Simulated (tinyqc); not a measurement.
Inside a calculation. Method: Rayleigh-quotient iteration on a symmetric matrix. Computed by tinyqc, a small Python program that keeps every step. Settings: method = rayleigh, shift = -0.17. Command: `OMP_NUM_THREADS=1 python tinyqc.py 28885 28886 out.jsonl` (the two numbers bound the seeds that draw the settings). One thread of a shared host (Intel(R) Xeon(R) Processor @ 2.60GHz), about 0.01 s of CPU time with the checks.

## Step 1

A, lower triangle:
```
           1         2         3
1   0.035000
2   0.075000  0.650000
3  -0.097000  0.012000  1.141000
```

vector v at the start: 0.577350  0.577350  0.577350

shift = -0.170000

solve (A - shift) w = v; v' = w/|w| with its largest component positive (the first on a tie); lambda = v'^T A v'; the next shift is lambda.

vector after step 1: 0.967192  0.137520  0.213605

Rayleigh quotient after step 1 = 0.077671

## Step 2

As before.

vector after step 2: 0.986131  -0.145959  0.079000

Rayleigh quotient after step 2 = 0.018024

## Step 3

As before.

vector after step 3: 0.989116  -0.118904  0.086670

Rayleigh quotient after step 3 = 0.017483

## Course of the iteration

Stop when the residual |A v - lambda v| is below 1e-9.

Steps:
```
step      lambda  residual
1     0.07767056  2.11e-01
2     0.01802414  1.95e-02
3     0.01748312  1.53e-05
4     0.01748312  8.22e-15
```

all eigenvalues, for comparison: 0.017483  0.659014  1.149503

Converged in 4 steps.
